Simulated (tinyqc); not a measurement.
Inside a calculation. Method: plane-wave Kohn-Sham cycle with exchange-only LDA in a layered model solid. Computed by tinyqc, a small Python program that keeps every step. Settings: points = 16, plane-wave index or count = 3, electrons = 2, k points = 4, area = 15.0, mixing = 1.0, iteration cap = 65, Pulay depth = 5. Command: `OMP_NUM_THREADS=1 python tinyqc.py 23064 23065 out.jsonl` (the two numbers bound the seeds that draw the settings). One thread of a shared host (Intel(R) Xeon(R) Processor @ 2.60GHz), about 0.01 s of CPU time with the checks. Later iterations appear only in the table of the cycle.

## Iteration 1: potential

A solid whose potential varies along x alone (atomic units):
```
parameter,value
period a,6.600000
cross-section of the cell,15.000000
electrons per cell,2
grid points,16
"plane waves -n..n, n",3
k points,4
V1 in V1 cos(2 pi x/a),-0.500000
V2 in V2 cos(4 pi x/a),0.010000
```

density at the start, on the grid x_j = j a/N (e/bohr^3): 0.02020202  0.02020202  0.02020202  0.02020202  0.02020202  0.02020202  0.02020202  0.02020202  0.02020202  0.02020202  0.02020202  0.02020202  0.02020202  0.02020202  0.02020202  0.02020202

V_H(G) = 4 pi rho(G)/G^2 for G != 0 (uniform background); v_x = -(3 rho/pi)^(1/3); V = V_ext + V_H + v_x; Fourier components f(G_m) = (1/N) sum_j f(x_j) exp(-i G_m x_j).

Potentials on the grid (hartree):
```
x,V_ext,V_H,v_x,V
0.000000,-0.490000,0.000000,-0.268198,-0.758198
0.412500,-0.454869,0.000000,-0.268198,-0.723067
0.825000,-0.353553,0.000000,-0.268198,-0.621751
1.237500,-0.198413,0.000000,-0.268198,-0.466611
1.650000,-0.010000,0.000000,-0.268198,-0.278198
2.062500,0.184271,0.000000,-0.268198,-0.083927
2.475000,0.353553,0.000000,-0.268198,0.085355
2.887500,0.469011,0.000000,-0.268198,0.200813
3.300000,0.510000,0.000000,-0.268198,0.241802
3.712500,0.469011,0.000000,-0.268198,0.200813
4.125000,0.353553,0.000000,-0.268198,0.085355
4.537500,0.184271,0.000000,-0.268198,-0.083927
4.950000,-0.010000,0.000000,-0.268198,-0.278198
5.362500,-0.198413,0.000000,-0.268198,-0.466611
5.775000,-0.353553,0.000000,-0.268198,-0.621751
6.187500,-0.454869,0.000000,-0.268198,-0.723067
```

V(G_m), m = 0, 1, 2, ... (hartree): -0.268198  -0.250000  0.005000  0.000000  0.000000  0.000000  0.000000

## Iteration 1: Hamiltonian at one k

k = 0.125000 2 pi / a

H(m,m') = (k + G_m)^2/2 delta + V(G_m - G_m'), with V(-G) = V(G).

H (hartree), lower triangle:
```
,-3,-2,-1,+0,+1,+2,+3
-3,3.477369
-2,-0.250000,1.324907
-1,0.005000,-0.250000,0.078745
+0,0.000000,0.005000,-0.250000,-0.261117
+1,0.000000,0.000000,0.005000,-0.250000,0.305320
+2,0.000000,0.000000,0.000000,0.005000,-0.250000,1.778057
+3,0.000000,0.000000,0.000000,0.000000,0.005000,-0.250000,4.157094
```

## Iteration 1: levels at that k

Diagonalise the Hermitian matrix.

eigenvalues (hartree): -0.465385  0.104692  0.390266  1.346603  1.794515  3.506355  4.183329

## Iteration 1: new density

Motion across x is left out: the lowest 1 band(s) hold two electrons at each of the k points (j + 1/2)/nk - 1/2. Residual R = rho(out) - rho(in); rho(new) = rho(in) + 1 R. rho(out) = 2/(a A nk) sum |psi|^2 with psi = sum c exp(i G x). Harris energy E = band energy - dV sum rho (V_H/2 + v_x) + (3/4) dV sum rho v_x with rho(in), dV = a A/N, band energy = (2/nk) sum of the filled levels.

rho(out) (e/bohr^3): 0.05635091  0.05095914  0.03781923  0.02329224  0.01214881  0.00553969  0.00232516  0.00101701  0.00067886  0.00101701  0.00232516  0.00553969  0.01214881  0.02329224  0.03781923  0.05095914

density after iteration 1 (e/bohr^3): 0.05635091  0.05095914  0.03781923  0.02329224  0.01214881  0.00553969  0.00232516  0.00101701  0.00067886  0.00101701  0.00232516  0.00553969  0.01214881  0.02329224  0.03781923  0.05095914

energy per cell = -0.78844962 hartree

## Iteration 2: potential

As before.

Potentials on the grid (hartree):
```
x,V_ext,V_H,v_x,V
0.000000,-0.490000,0.397561,-0.377535,-0.469974
0.412500,-0.454869,0.359905,-0.365088,-0.460052
0.825000,-0.353553,0.257896,-0.330543,-0.426201
1.237500,-0.198413,0.118445,-0.281230,-0.361197
1.650000,-0.010000,-0.028253,-0.226378,-0.264631
2.062500,0.184271,-0.158559,-0.174242,-0.148530
2.475000,0.353553,-0.258121,-0.130459,-0.035027
2.887500,0.469011,-0.319791,-0.099030,0.050190
3.300000,0.510000,-0.340606,-0.086547,0.082848
3.712500,0.469011,-0.319791,-0.099030,0.050190
4.125000,0.353553,-0.258121,-0.130459,-0.035027
4.537500,0.184271,-0.158559,-0.174242,-0.148530
4.950000,-0.010000,-0.028253,-0.226378,-0.264631
5.362500,-0.198413,0.118445,-0.281230,-0.361197
5.775000,-0.353553,0.257896,-0.330543,-0.426201
6.187500,-0.454869,0.359905,-0.365088,-0.460052
```

V(G_m), m = 0, 1, 2, ... (hartree): -0.229876  -0.138225  0.017710  0.000176  0.000379  -0.000128  0.000056

## Iteration 2: Hamiltonian at one k

k = 0.125000 2 pi / a

As before.

H (hartree), lower triangle:
```
,-3,-2,-1,+0,+1,+2,+3
-3,3.515691
-2,-0.138225,1.363229
-1,0.017710,-0.138225,0.117067
+0,0.000176,0.017710,-0.138225,-0.222796
+1,0.000379,0.000176,0.017710,-0.138225,0.343641
+2,-0.000128,0.000379,0.000176,0.017710,-0.138225,1.816379
+3,0.000056,-0.000128,0.000379,0.000176,0.017710,-0.138225,4.195415
```

## Iteration 2: levels at that k

As before.

eigenvalues (hartree): -0.296841  0.133982  0.371600  1.370022  1.821533  3.524739  4.203591

## Iteration 2: new density

B (overlaps of the stored error matrices):
```
,1,2
1,6.1546972e-03,-1.4405296e-03
2,-1.4405296e-03,4.0364548e-04
```

Motion across x is left out: the lowest 1 band(s) hold two electrons at each of the k points (j + 1/2)/nk - 1/2. Residual R = rho(out) - rho(in); rho(new) = rho(in) + 1 R; Pulay mixing then takes sum c_i of the stored mixed densities, with c from B_ij = sum R_i R_j as in DIIS. rho(out) = 2/(a A nk) sum |psi|^2 with psi = sum c exp(i G x). Harris energy E = band energy - dV sum rho (V_H/2 + v_x) + (3/4) dV sum rho v_x with rho(in), dV = a A/N, band energy = (2/nk) sum of the filled levels.

rho(out) (e/bohr^3): 0.04513074  0.04236789  0.03504236  0.02555115  0.01652603  0.00967285  0.00538789  0.00321619  0.00257287  0.00321619  0.00538789  0.00967285  0.01652603  0.02555115  0.03504236  0.04236789

DIIS coefficients: 0.195370  0.804630

density after iteration 2 (e/bohr^3): 0.04732282  0.04404636  0.03558487  0.02510983  0.01567086  0.00886536  0.00478952  0.00278654  0.00220283  0.00278654  0.00478952  0.00886536  0.01567086  0.02510983  0.03558487  0.04404636

energy per cell = -0.65511067 hartree

## Convergence

Stop when sqrt(dV sum R^2) is below 1e-8, dV = a A/N.

Course of the cycle:
```
iteration,E (hartree),norm of the residual
1,-0.78844962,1.95e-01
2,-0.65511067,5.00e-02
3,-0.65053391,8.95e-04
4,-0.65053476,3.02e-05
5,-0.65053476,3.14e-07
6,-0.65053476,8.12e-09
```

Converged in 6 iterations. Before convergence this energy mixes input and output and is not variational, so it may rise towards its limit.
